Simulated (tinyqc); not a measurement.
Depolarisation shift: optical transitions of a finite quantum well.

Each carrier sees a square well of width L with its own depth V and masses m (inside), mb (outside); c = hbar^2/2m0, k = sqrt(m E/c), kappa = sqrt(mb (V - E)/c), and level n solves k L + 2 atan[(k/m)/(kappa/mb)] = n pi. The envelope is cos(kz) for odd n and sin(kz) for even n inside, joins exp(-kappa (|z| - L/2)) outside, and is normalised to 1. Excitons and band mixing are left out.

Constants: hbar^2/2m0 = 3.80998211 eV angstrom^2; e^2/(4 pi eps0) = 14.39964547 eV angstrom.

Parameters, chosen for this exercise (near those of a GaAs well in AlGaAs; not measured data):
```
symbol  value                                        unit         meaning
L       129                                          angstrom     well width
Vc      0.324                                        eV           conduction offset
me      0.0673                                       m0           electron, well
meb     0.1002                                       m0           electron, barrier
eps     11                                                        background dielectric constant
Nss     (0.028, 0.07, 0.14, 0.28, 0.42, 0.56, 0.84)  x 1e12/cm^2  sheet densities
```

The collective line lies at E12 sqrt(1 + a), a = 8 pi q (n1 - n2) S/(eps E12), q = e^2/(4 pi eps0), S = integral over z of (integral up to z of psi_1 psi_2)^2. Zero temperature with the mass me in both subbands: n1 - n2 = Ns until Ns reaches D E12, D = me/(2 pi c), and D E12 beyond. 1e12/cm^2 = 1e-4/angstrom^2; exchange and the static band bending by the charge are left out.

Line position:
```
Ns (1e12/cm^2)  n1 - n2       a  line (meV)  shift (meV)
0.028             0.028  0.0130       64.65         0.42
0.070             0.070  0.0325       65.27         1.04
0.14              0.140  0.0651       66.29         2.06
0.28              0.280  0.1301       68.29         4.05
0.56              0.560  0.2602       72.11         7.87
0.84              0.840  0.3903       75.74        11.51
```

Give the missing row, Ns (1e12/cm^2) = 0.42.

Computed row:
```
Ns (1e12/cm^2)  n1 - n2       a  line (meV)  shift (meV)
0.42              0.420  0.1952       70.23         5.99
```

S = 9.072 angstrom
E12 = 64.24 meV

The upward shift grows from 0.42 to 11.51 meV, 17.9 % of E12 at most. For small a the shift is a E12/2, linear in Ns; in the last row that rule gives 12.54 meV. S/L = 0.0703, against 5/(9 pi^2) = 0.0563 for hard walls.

Run: tinyqc, `OMP_NUM_THREADS=1 python tinyqc.py 1250087 1250088 out.jsonl`; Intel(R) Xeon(R) Processor @ 2.30GHz, one thread, shared host; about 0.08 s of CPU time with all checks.
